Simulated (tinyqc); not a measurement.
From results back to parameters: carbon nanotube by zone folding. Four cases, with inputs chosen for the exercise.

Problem. d = sqrt3 acc sqrt(n^2 + nm + m^2)/pi and tan(theta) = sqrt3 m/(2n + m). Diameter and chiral angle below belong to a hidden tube.

Find: n, m; type in zone folding.

Method. With L = pi d/a, a = sqrt3 acc, the components of C are n + m/2 = L cos(theta) and sqrt3 m/2 = L sin(theta). The tube is metallic where n - m is a multiple of three.

Case 1.

Values chosen (out of a larger set: near those used for carbon; not measured data): acc = 1.42 angstrom (bond length).

d = 23.052 angstrom
theta = 30.00 degrees

Solution.

n, m: 17  17

type in zone folding: metallic

Case 2.

Values chosen (out of a larger set: near those used for carbon; not measured data): acc = 1.42 angstrom (bond length).

d = 6.115 angstrom
theta = 26.33 degrees

Solution.

n, m: 5  4

type in zone folding: semiconducting

Case 3.

Values chosen (out of a larger set: near those used for carbon; not measured data): acc = 1.42 angstrom (bond length).

d = 12.304 angstrom
theta = 9.52 degrees

Solution.

n, m: 14  3

type in zone folding: semiconducting

Case 4.

Values chosen (out of a larger set: near those used for carbon; not measured data): acc = 1.44 angstrom (bond length).

d = 12.777 angstrom
theta = 15.61 degrees

Solution.

n, m: 13  5

type in zone folding: semiconducting

Computed by tinyqc, one run a case: `OMP_NUM_THREADS=1 python tinyqc.py N N+1 out.jsonl` with N = 1480590, 1480595, 1480598, 1480613; one thread of a shared Intel(R) Xeon(R) Processor @ 2.30GHz, about 0.05 s a run at most.
